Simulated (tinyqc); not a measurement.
Interlayer thickness: switching kinetics of a ferroelectric film and the memory window of a ferroelectric gate stack. Computed by tinyqc, a small Python program. Command: `OMP_NUM_THREADS=1 python tinyqc.py 3007772 3007773 out.jsonl feswitch walk`. One thread of a shared host (Intel(R) Xeon(R) Processor @ 2.30GHz), about 0.01 s of CPU time with the checks.

Fields in MV/cm; 1 microcoulomb/cm^2 over eps_0 is 11.29409 MV/cm. In the stack (metal, ferroelectric, interlayer, channel) the channel is taken as a conductor.

Inputs (values chosen for the exercise, for a model hafnia-based film):

| quantity | value | unit |
|---|---|---|
| saturation polarisation P_s | 13 | microcoulomb/cm^2 |
| ratio P_r/P_s | 0.71 | - |
| coercive field E_c | 1.5 | MV/cm |
| permittivity of the ferroelectric eps_F | 28 | - |
| thickness t_F | 12 | nm |
| permittivity of the interlayer eps_I | 5.5 | - |
| share s of P screened by trapped charge | 0.88 | - |
| pulse height V | 6.5 | V |
| breakdown field of the interlayer | 15 | MV/cm |

Method. Series stack: V = E_F t_F + E_I t_I and eps_I E_I = eps_F E_F + (1 - s) P/eps_0. E_I is for P = +P_s at the pulse height, the depolarising field for P = +P_r at V = 0; V needed puts E_F = 1.5 E_c after switching.

Stack against t_I:

| t_I (nm) | E_F after (MV/cm) | E_I (MV/cm) | depolarising field / E_c | V needed (V) |
|---|---|---|---|---|
| 0.3 | 4.7341 | 27.304 | 0.03363 | 3.1397 |
| 0.5 | 4.3586 | 25.393 | 0.05212 | 3.4329 |
| 0.8 | 3.8847 | 22.980 | 0.07547 | 3.8726 |
| 1.2 | 3.3771 | 20.396 | 0.10048 | 4.4590 |
| 1.6 | 2.9721 | 18.334 | 0.12043 | 5.0453 |
| 2.0 | 2.6415 | 16.651 | 0.13671 | 5.6316 |
| 3.0 | 2.0310 | 13.543 | 0.16679 | 7.0974 |

What does the comparison show, and why?

Each nanometre of interlayer costs 1.47 V, against 0.22 V for a nanometre of ferroelectric. The depolarising field grows from 0.03 to 0.17 E_c. At E_F = 1.5 E_c the interlayer carries (1.5 eps_F E_c + (1 - s) P_s/eps_0)/eps_I = 14.7 MV/cm whatever its thickness. Caution: rows with E_I above the breakdown field of the interlayer cannot be reached without charge injection.
